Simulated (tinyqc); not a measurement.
Length of a molecular wire: coherent transport through a tight-binding bridge. Computed by the program tinyqc. T = Gamma_L Gamma_R |G_1n|^2 with the self-energies of semi-infinite chains.

A uniform bridge between two chains:
```
parameter,value
site energy (eV),3.230000
hopping in the bridge (eV),0.830000
lead hopping (eV),2.950000
couplings (eV),"0.72, 1.14"
E (eV),-0.210000
```

Transmission against length:
```
sites,T,ln T
2,1.7005e-03,-6.377
3,1.1255e-04,-9.092
4,7.4480e-06,-11.808
5,4.9287e-07,-14.523
6,3.2616e-08,-17.238
7,2.1584e-09,-19.954
8,1.4283e-10,-22.669
9,9.4520e-12,-25.385
10,6.2549e-13,-28.100
```

What does the comparison show, and why?

E lies outside the band of the bridge (|E - e|/2h = 2.072 > 1), so T decays as exp(-beta n) with beta = 2 arccosh(2.072) = 2.7154 a site; the last two rows give 2.7154.
